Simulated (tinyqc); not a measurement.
MOS capacitor with interface traps: C-V stretch-out, conductance peak and subthreshold swing: one step, computed by the program tinyqc. Command: `OMP_NUM_THREADS=1 python tinyqc.py 3003005 3003006 out.jsonl mostraps walk`. One thread of a shared host (Intel(R) Xeon(R) Processor @ 2.30GHz), about 0.01 s of CPU time with the checks.

Energies at the interface are counted from the valence band. psi > 0 means bending towards depletion, so the surface potential is +psi. Boltzmann statistics, full ionisation, no quantum confinement. Traps are neutral when filled up to E_n, with a sharp (zero-temperature) occupation.

Question. Conductance peak. v = sqrt(3 k_B T/m) with the majority mass; surface density n_s = N exp(-psi/k_B T); tau = 1/(sigma v n_s); for a continuum of levels G_p/omega = C_it ln(1 + omega^2 tau^2)/(2 omega tau), which peaks at omega tau = 1.98, the frequency 1.98/(2 pi tau); potential fluctuations are left out.

Inputs (values chosen for the exercise, modelled on InP, with an insulator like Si3N4):
```
quantity,value,unit
hole mass m_h,0.62,m_0
doping N,2e+16,cm^-3
capture cross-section sigma,1e-17,cm^2
band bending towards depletion psi,0.72,V
temperature T,400,K
```

Substrate: p-type. Trap spectrum: flat plus a Gaussian peak.

k_B T = 0.03446933 eV

C_it = 0.02563497 microF/cm^2

Constants: k_B = 1.380649e-23 J/K; m_0 = 9.1093837015e-31 kg.

Give: v; n_s; trap time constant; peak frequency; peak of G_p/omega.

Answer.

v = 1.713e+07 cm/s

n_s = 1.696e+07 cm^-3

trap time constant = 344.3 s

peak frequency = 9.154e-04 Hz

peak of G_p/omega = 0.01031 microF/cm^2

Caution: near and beyond midgap the traps also exchange with the minority band, so this majority-carrier time constant and peak do not apply.
